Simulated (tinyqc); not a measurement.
Inside a calculation. Method: plane-wave Kohn-Sham cycle with exchange-only LDA in a layered model solid. One step of it, computed by the program tinyqc.

Task: Iteration 1: potential. V_H(G) = 4 pi rho(G)/G^2 for G != 0 (uniform background); v_x = -(3 rho/pi)^(1/3); V = V_ext + V_H + v_x; Fourier components f(G_m) = (1/N) sum_j f(x_j) exp(-i G_m x_j).

A solid whose potential varies along x alone (atomic units):
```
parameter                      value
period a                   16.900000
cross-section of the cell  28.000000
electrons per cell                 2
grid points                       16
plane waves -n..n, n               2
k points                           1
V1 in V1 cos(2 pi x/a)     -0.190000
V2 in V2 cos(4 pi x/a)     -0.100000
```

density at the start, on the grid x_j = j a/N (e/bohr^3): 0.00422654  0.00422654  0.00422654  0.00422654  0.00422654  0.00422654  0.00422654  0.00422654  0.00422654  0.00422654  0.00422654  0.00422654  0.00422654  0.00422654  0.00422654  0.00422654

Give: Potentials on the grid; V(G_m), m = 0, 1, 2, ....

Result:

Potentials on the grid (hartree):
```
x           V_ext    V_H     v_x       V
0.000      -0.290  0.000  -0.159  -0.449
1.056      -0.246  0.000  -0.159  -0.405
2.112      -0.134  0.000  -0.159  -0.294
3.169   -2.00e-03  0.000  -0.159  -0.161
4.225       0.100  0.000  -0.159  -0.059
5.281       0.143  0.000  -0.159  -0.016
6.338       0.134  0.000  -0.159  -0.025
7.394       0.105  0.000  -0.159  -0.054
8.450       0.090  0.000  -0.159  -0.069
9.506       0.105  0.000  -0.159  -0.054
10.562      0.134  0.000  -0.159  -0.025
11.619      0.143  0.000  -0.159  -0.016
12.675      0.100  0.000  -0.159  -0.059
13.731  -2.00e-03  0.000  -0.159  -0.161
14.787     -0.134  0.000  -0.159  -0.294
15.844     -0.246  0.000  -0.159  -0.405
```

V(G_m), m = 0, 1, 2, ... (hartree): -0.159  -0.095  -0.050  0.000  0.000
